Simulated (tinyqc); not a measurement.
Polytypes by hexagonality, and a cubic inclusion as a quantum well: one step. Hexagonality. Two cases, with inputs chosen for the exercise.

Task: Give the h/k string and h of each.

A layer is h if its two neighbours in the periodic sequence sit on the same site, k otherwise; the hexagonality h is the share of h layers.

Case 1.

Stacking sequences:
```
polytype    sequence
10H       ABCABCBACB
2H                AB
8H          ABCABACB
4H              ABCB
9R         ABCBCACAB
```

Case 2.

Stacking sequences:
```
polytype               sequence
21R       ABCACBACABCBACBCABACB
8H                     ABCABACB
6H                       ABCACB
2H                           AB
15R             ABCACBCABACABCB
```

Give: Hexagonality.

Result:

Case 1.

Hexagonality:
```
polytype  h/k string       h
10H       hkkkkhkkkk  0.2000
2H                hh  1.0000
8H          hkkkhkkk  0.2500
4H              hkhk  0.5000
9R         hkhhkhhkh  0.6667
```

Case 2.

Hexagonality:
```
polytype             h/k string       h
21R       hkkhkkkhkkhkkkhkkhkkk  0.2857
8H                     hkkkhkkk  0.2500
6H                       hkkhkk  0.3333
2H                           hh  1.0000
15R             hkkhkhkkhkhkkhk  0.4000
```

Computed by tinyqc, one run a case: `OMP_NUM_THREADS=1 python tinyqc.py N N+1 out.jsonl` with N = 1880715, 1880876; one thread of a shared Intel(R) Xeon(R) Processor @ 2.30GHz, about 0.07 s a run at most.
